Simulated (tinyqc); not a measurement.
Changing the contact length d: specific resistance of a metal-semiconductor contact and its transmission-line measurement. Computed by tinyqc, a small Python program. Command: `OMP_NUM_THREADS=1 python tinyqc.py 3001871 3001872 out.jsonl contact sweep`. One thread of a shared host (Intel(R) Xeon(R) Processor @ 2.30GHz), about 0.02 s of CPU time with the checks.

The barrier is parabolic (depletion approximation), energies E are normal energies counted from the band edge in the neutral semiconductor (downwards for holes), and the bias is zero. xi is an input, held fixed when other inputs move.

Inputs (values chosen for the exercise, modelled on p-type SiGe):

| quantity | value | unit |
|---|---|---|
| tunnelling mass m | 0.3 | m_0 |
| permittivity eps | 13 | - |
| Richardson constant A* | 29.5 | A/(cm^2 K^2) |
| barrier height phi_B | 0.28 | eV |
| doping N | 1.5e+18 | 1/cm^3 |
| Fermi level above the band edge in the bulk, xi | -0.031 | eV |
| temperature T | 200 | K |
| sheet resistance R_sh | 7600 | ohm |
| contact width W | 52 | micrometre |

Image-force lowering: included.

Constants: hbar = 1.054571817e-34 J s; eps_0 = 8.8541878128e-12 F/m; m_0 = 9.1093837015e-31 kg; k_B = 8.617333262e-05 eV/K; e = 1.602176634e-19 C.

Method:
- E_00 = (e hbar/2) sqrt(N/(eps eps_0 m)); band bending E_b = phi_B + xi; depletion width w = sqrt(2 eps eps_0 E_b/(e^2 N)). Image lowering d_phi = (e^3 N E_b/(8 pi^2 (eps eps_0)^3))^(1/4) (E_b in volts), and E_b - d_phi replaces E_b everywhere except in w.
- WKB transmission for E < E_b, with a = E/E_b: D = exp{-(E_b/E_00) [sqrt(1 - a) - a ln((1 + sqrt(1 - a))/sqrt(a))]}; D = 1 above.
- At zero bias 1/rho_c = (e A*/k_B^2) int D(E) f(E) dE, f = 1/(1 + exp((E - xi)/k_B T)); 200 Gauss-Legendre points from 0 to E_b, and k_B T ln(1 + exp((xi - E_b)/k_B T)) for the part above the barrier; the share of tunnelling is the part below.
- Transmission-line model: transfer length L_T = sqrt(rho_c/R_sh); R_c = (R_sh L_T/W) coth(d/L_T). Limits: rho_c/(W d) for d << L_T, sqrt(rho_c R_sh)/W for d >> L_T.
- Transmission-line model: transfer length L_T = sqrt(rho_c/R_sh); R_c = (R_sh L_T/W) coth(d/L_T). Two contacts a gap s apart give R = 2 R_c + R_sh s/W. A straight-line fit gives R_sh from the slope and R_c from the intercept; the simple reading takes L_x = R_c W/R_sh as the transfer length and rho_c = R_sh L_x^2.

One run for each value:

| contact length d (micrometre) | contact resistance R_c (ohm) | d/L_T | simple reading over true value |
|---|---|---|---|
| 0.03 | 14527 | 1.737e-02 | 3.313e+03 |
| 0.08 | 5451 | 4.633e-02 | 4.665e+02 |
| 0.21 | 2085 | 1.216e-01 | 6.828e+01 |
| 0.56 | 805 | 3.243e-01 | 1.018e+01 |
| 1.5 | 360 | 8.687e-01 | 2.037e+00 |
| 4 | 257 | 2.317e+00 | 1.040e+00 |
| 11 | 252 | 6.371e+00 | 1.000e+00 |
| 28 | 252 | 1.622e+01 | 1.000e+00 |
| 75 | 252 | 4.344e+01 | 1.000e+00 |

Over the rows, contact resistance R_c (ohm) falls from 14500 to 252, flat over part of the range; d/L_T rises from 0.0174 to 43.4 (exponent d ln y / d ln x about 1.00 throughout); simple reading over true value falls from 3310 to 1.000, flat over part of the range. At the low end the exponent of contact resistance R_c is -1.00, close to -1: a short contact. At the high end the exponent of contact resistance R_c is 0.00, close to 0: a long contact.
